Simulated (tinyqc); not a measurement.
Worked calculation: CIS on RHF in the 3-21g basis, for H2, spin multiplicity 1. One step of it, computed by the program tinyqc.

Problem. CIS matrix, triplets. A(ia,jb) = (e_a - e_i) d_ij d_ab - (ij|ab).

orbital energies (hartree): MO1 -0.595432, MO2 0.266818, MO3 0.915470, MO4 1.536646

Two-electron integrals over orbitals (pq|rs), unique and non-zero (hartree):
```
(11|11) 0.655994    (21|21) 0.088013    (22|11) 0.455328    (22|22) 0.409695
(31|11) 0.167936    (31|22) 0.054962    (31|31) 0.114924    (32|21) -0.017686
(32|32) 0.035571    (33|11) 0.562012    (33|22) 0.408479    (33|31) 0.132913
(33|33) 0.506905    (41|21) -0.079965   (41|32) -0.025853   (41|41) 0.132146
(42|11) -0.143607   (42|22) -0.058243   (42|31) -0.077213   (42|33) -0.107480
(42|42) 0.071132    (43|21) -0.091851   (43|32) -0.006138   (43|41) 0.125341
(43|43) 0.139483    (44|11) 0.671059    (44|22) 0.467499    (44|31) 0.204528
(44|33) 0.586983    (44|42) -0.170503   (44|44) 0.752188
```

Give: CIS matrix A, triplet.

Solution.

CIS matrix A, triplet (hartree), order 1>2, 1>3, 1>4:
$$\begin{pmatrix}
0.4069 & 0.0000 & 0.1436 \\
0.0000 & 0.9489 & 0.0000 \\
0.1436 & 0.0000 & 1.4610
\end{pmatrix}$$
